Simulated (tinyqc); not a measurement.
# Capacitances against the distance to each plane

Endless row of lines of width wl, height tl and space sl between grounded planes at distance hd; e2 fills the gaps beside the lines, e1 the rest. Laplace's equation is solved on meshes of 3, 6 and 12 steps per unit u and extrapolated (Aitken), which is good to about 0.2 %. C_even (all lines at 1 V) is the capacitance Cg to the planes; C_odd (neighbours in antiphase) = Cg + 4 Cc if only nearest neighbours couple, which defines Cc; total with quiet neighbours Cg + 2 Cc. Plate values 2 eps0 e1 wl/hd and eps0 e2 tl/sl.

Parameters, values chosen for the exercise: relative permittivity above and below the lines e1 = 2.7; relative permittivity between the lines e2 = 2.7; line width, in units u wl = 6 u; line height tl = 6 u; space between lines sl = 8 u.

Constants: eps0 = 8.8541878128e-12 F/m. Results are converted to the units shown.

The same in every row: plate Cc (aF/um) = 17.9.

Result of one run:
```
hd (u)	Cg (aF/um)	Cc (aF/um)	Cg + 2 Cc (aF/um)	C_odd (aF/um)	plate Cg (aF/um)	share of coupling, 2 Cc/(Cg + 2 Cc) (%)
2	243	8.42	260	277	143	6.49
```

What becomes of these results when the distance to each plane hd is changed from 2 to 5 u, all else the same?

Result of the changed run:
```
hd (u)	Cg (aF/um)	Cc (aF/um)	Cg + 2 Cc (aF/um)	C_odd (aF/um)	plate Cg (aF/um)	share of coupling, 2 Cc/(Cg + 2 Cc) (%)
5	114	17.2	149	183	57.4	23.1
```

The whole series:
```
hd (u)	Cg (aF/um)	Cc (aF/um)	Cg + 2 Cc (aF/um)	C_odd (aF/um)	plate Cg (aF/um)	share of coupling, 2 Cc/(Cg + 2 Cc) (%)
2	243	8.42	260	277	143	6.49
3	175	11.7	199	222	95.6	11.8
4	138	14.6	167	197	71.7	17.5
5	114	17.2	149	183	57.4	23.1
6	97.6	19.4	136	175	47.8	28.5
8	75.6	23.1	122	168	35.9	37.9
10	61.6	25.8	113	165	28.7	45.6
```

As hd goes from 2 to 10, Cg falls from 243 to 61.6 aF/um, Cc rises from 8.42 to 25.8 aF/um and the share of coupling rises from 6.49 to 45.6 %. Cg is 1.69 times its plate value in the first row and 2.15 times in the last; for Cc the ratios are 0.470 and 1.44. Neighbours in antiphase raise the load by a factor of 1.06 and 1.46 over quiet ones.

Program tinyqc, `OMP_NUM_THREADS=1 python tinyqc.py 2790185 2790186 out.jsonl`; Intel Xeon 2.30GHz, shared host, one thread, about 1 s.
